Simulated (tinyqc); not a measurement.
Ballistic transport through the one-dimensional subbands of a rectangular nanowire or nanosheet channel. Changing the height a. Computed by tinyqc, a small Python program. Command: `OMP_NUM_THREADS=1 python tinyqc.py 3012245 3012246 out.jsonl wire sweep`. One thread of a shared host (Intel(R) Xeon(R) Processor @ 2.30GHz), about 0.07 s of CPU time with the checks.

Hard walls, parabolic subbands, transport along x. Energies are counted from the bulk conduction band edge at the top of the barrier, which the gate pulls down by U; the source Fermi level lies at the bulk edge when U = 0.

Inputs (values chosen for the exercise, modelled on silicon):
```
quantity                                   value  unit
light mass m_t                              0.19   m_0
heavy mass m_l                             0.921   m_0
width b                                      4.1    nm
equivalent oxide thickness t                 1.8    nm
gate voltage above flat band V_G            0.68     V
drain voltage V_D                           0.01     V
temperature T                                300     K
mean free path for back-scattering lambda    100    nm
channel length L                              52    nm
```

Valleys: silicon [100] wire.

Constants: hbar^2/(2 m_0) = 3.80998212 eV angstrom^2; k_B = 8.617333262e-05 eV/K; m_0 = 9.1093837015e-31 kg; k_B = 1.380649e-23 J/K; hbar = 1.054571817e-34 J s; eps_0 = 8.8541878128e-12 F/m; e = 1.602176634e-19 C; h = 6.62607015e-34 J s.

Method:
- E_pq = (hbar^2 pi^2/2)(p^2/(m_y b^2) + q^2/(m_z a^2)); valley pairs: (m_x, m_y, m_z) = (m_t, m_t, m_l), (m_t, m_l, m_t), (m_l, m_t, m_t), each with degeneracy g = 2; the 10 lowest subbands are kept.
- F_j(eta) = (1/Gamma(j + 1)) int_0^infinity x^j/(1 + exp(x - eta)) dx, F_0 = ln(1 + exp(eta)). Integrals over x = E/(k_B T) use 160 Gauss-Legendre points in u = sqrt(x) from 0 to sqrt(max(eta, 0) + 32).
- With degeneracy g = 2, eta_i = (U - E_i)/(k_B T) and u = e V_D/(k_B T): line density n = sum_i g sqrt(2 m_x k_B T/pi)/(2 hbar) [F_-1/2(eta_i) + F_-1/2(eta_i - u)]; gate: e n = C_ox (V_G - U/e), C_ox = 3.9 eps_0 2 (a + b)/t (flat-plate estimate); I = (2 e k_B T/h) sum_i g [F_0(eta_i) - F_0(eta_i - u)].
- Linear conductance G = (2 e^2/h) sum_i g f(eta_i), g = 2, f = 1/(1 + exp(-eta_i)), with the barrier frozen at the eta_i above; current per perimeter I/(2(a + b)); with scattering, transmission lambda/(lambda + L) and low-bias resistance (1 + L/lambda)/G.

One run for each value; columns: (1) height a (nm); (2) current per perimeter (microampere/micrometre); (3) ballistic current I (microampere); (4) line density n (1/nm); (5) mean velocity I/(e n) (1e7 cm/s); (6) open modes sum g f:
```
(1)     (2)     (3)     (4)      (5)     (6)
2.5  111.75  1.4751  0.6781  0.13578  1.9444
3.1  141.47  2.0372  0.7973  0.15948  2.7927
3.5  158.68  2.4119  0.8815  0.17078  3.3336
3.9  166.90  2.6704  0.9603  0.17357  3.7032
4.3  170.10  2.8577  1.0339  0.17252  3.9730
4.8  170.93  3.0426  1.1204  0.16950  4.2404
5.3  170.43  3.2040  1.2022  0.16634  4.4729
```

Give the missing row, height a (nm) = 2.8.

Computed row; columns: (1) height a (nm); (2) current per perimeter (microampere/micrometre); (3) ballistic current I (microampere); (4) line density n (1/nm); (5) mean velocity I/(e n) (1e7 cm/s); (6) open modes sum g f:
```
(1)     (2)     (3)     (4)      (5)     (6)
2.8  123.40  1.7029  0.7338  0.14484  2.2929
```

Interpolating between the two neighbouring rows (linearly) misses most in open modes sum g f, by 3.3 %. Over the rows, current per perimeter (microampere/micrometre) goes from 112 through a maximum among these rows, 171 at 4.80, to 170; ballistic current I (microampere) rises from 1.48 to 3.20 (exponent d ln y / d ln x 1.3 between the first rows and 0.52 between the last); line density n (1/nm) rises from 0.678 to 1.20 (exponent d ln y / d ln x between 0.70 and 0.83). V_G is held fixed; thinning the wire lifts the subbands as 1/a^2, which acts as a threshold shift.

Extremes, crossings and ranges named in words are read from the listed rows.
